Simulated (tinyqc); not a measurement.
# Long-channel MOSFET, surface-potential model: potential, charge and velocity along the channel

n-channel transistor on a uniformly doped p-type body, gradual-channel approximation, constant mobility, Boltzmann statistics, full ionisation. Potentials are counted from the neutral body; V is the electron quasi-Fermi potential, Vsb at the source and Vsb + Vds at the drain. Charges are magnitudes per area.

ni = sqrt(Nc Nv) exp(-Eg/(2 Vt)), Eg in volts; phiF = Vt ln(Na/ni); Cox = eps0 eox/tox; gamma = sqrt(2 q eps0 eps_r Na)/Cox. The surface potential psi at channel potential V solves Vgs + Vsb - Vfb - psi = gamma sqrt(G), G = psi - Vt + Vt exp((psi - 2 phiF - V)/Vt). Charge sheet: Qi = Cox gamma [sqrt(G) - sqrt(psi - Vt)]; I = mu (W/L) [integral of Qi dpsi from psi_0 to psi_L (drift) + Vt (Qi0 - QiL) (diffusion)], with psi_0 at V = Vsb and psi_L at V = Vsb + Vds. The current is the same at every point, so the place y where the channel potential is Vsb + v follows from y/L = I(Vds = v)/I(Vds); the mean carrier velocity is I/(W Qi).

Parameters, values chosen for the exercise; material values those of a made-up semiconductor: temperature T = 293 K; band gap Eg = 1.78 eV; relative permittivity of the semiconductor eps_r = 12.9; conduction-band density of states at T Nc = 3.21e17 cm^-3; valence-band density of states at T Nv = 7.72e18 cm^-3; acceptor density of the body Na = 8.8e16 cm^-3; relative permittivity of the gate insulator eox = 4.04; insulator thickness tox = 2.1 nm; flat-band voltage Vfb = -1.26 V; channel mobility mu = 630 cm^2/(V s); gate width W = 10 um; gate length L = 2 um; source-body reverse bias Vsb = 0.3 V; gate-source voltage Vgs = 0.84 V; drain-source voltage Vds = 1.2 V.

Constants: q = 1.602176634e-19 C, kB = 1.380649e-23 J/K, Vt = kB T/q, eps0 = 8.8541878128e-14 F/cm where lengths are in cm. Results are converted to the units shown.

Along the channel:
```
v (V),psi (V),Qi (nC/cm^2),y/L,velocity (cm/s)
0.038,2.109,237.3,0.3047,4.190e5
0.077,2.139,183.1,0.5526,5.431e5
0.115,2.168,133.3,0.7340,7.463e5
0.154,2.194,86.65,0.8633,1.148e6
0.192,2.216,48.31,0.9404,2.059e6
0.231,2.232,20.26,0.9801,4.908e6
0.269,2.240,6.303,0.9946,1.578e7
0.307,2.242,1.569,0.9987,6.338e7
```

What do the numbers show?

Half of the listed voltage range, v = 0.154 V, is reached at y/L = 0.863. The charge falls from 237 to 1.57 nC/cm^2 over the rows, so the velocity rises by a factor of 151 to keep the current constant. The last velocity exceeds 1e7 cm/s, a usual saturation velocity, so constant mobility fails there.

Program tinyqc, `OMP_NUM_THREADS=1 python tinyqc.py 2360132 2360133 out.jsonl`; Intel Xeon 2.30GHz, shared host, one thread, about 0.06 s.
